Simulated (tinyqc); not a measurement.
Off-state leakage of single and stacked transistors: one step of the calculation.

n-channel devices of unit width. Subthreshold current I(Vg, Vs, Vd) = I0 (T/300 K)^0.5 exp[(Vg - Vs - VT(T) - gb (Vs - Vb) + dd (Vd - Vs))/(nf Vt)] (1 - exp(-(Vd - Vs)/Vt)), VT(T) = VT - cT (T - 300 K). Gate-edge tunnelling Ig (Vd/1 V) exp(ag (Vd - 1 V)), for a gate at 0 V, and band-to-band leakage Ab u exp(-Bb/u), u = Vd - Vb + 1 V, flow at a drain held at V; both are taken as independent of T. In a stack of off transistors (all gates at 0 V) the same subthreshold current passes through each.

Problem. New Vx. Stack of two, Vx the node between them: I_low = I(0, 0, Vx), I_up = I(0, Vx, V), f = ln(I_up/I_low), f' = -(1 + gb + 2 dd)/(nf Vt) - 1/(Vt (exp(Vx/Vt) - 1)) - 1/(Vt (exp((V - Vx)/Vt) - 1)), Vx(new) = Vx - f/f'.

Inputs (values chosen for the exercise); values of the order met in bulk silicon logic transistors: temperature T = 330 K; supply voltage V = 1.1 V; threshold at 300 K, zero drain and body bias VT = 0.34 V; fall of the threshold with temperature cT = 0.6 mV/K; current at threshold at 300 K I0 = 0.57 uA/um; slope factor nf = 1.22; drain-induced lowering per volt dd = 0.09; rise of the threshold per volt of source-body bias gb = 0.19; body voltage Vb = -0.3 V.

Constants: q = 1.602176634e-19 C, kB = 1.380649e-23 J/K, Vt = kB T/q. Results are converted to the units shown.

Vx after iteration 1 = 0.074192149 V

Wanted: I_low; I_up; f; f'; Vx after iteration 2.

Solution.

I_low = 0.01209 nA/um
I_up = 0.01210 nA/um
f = 2.706e-4
f' = -42.28 1/V
Vx after iteration 2 = 0.07420 V

tinyqc, about 0.03 s, one thread, Intel Xeon 2.30GHz (shared host): `OMP_NUM_THREADS=1 python tinyqc.py 2242153 2242154 out.jsonl`
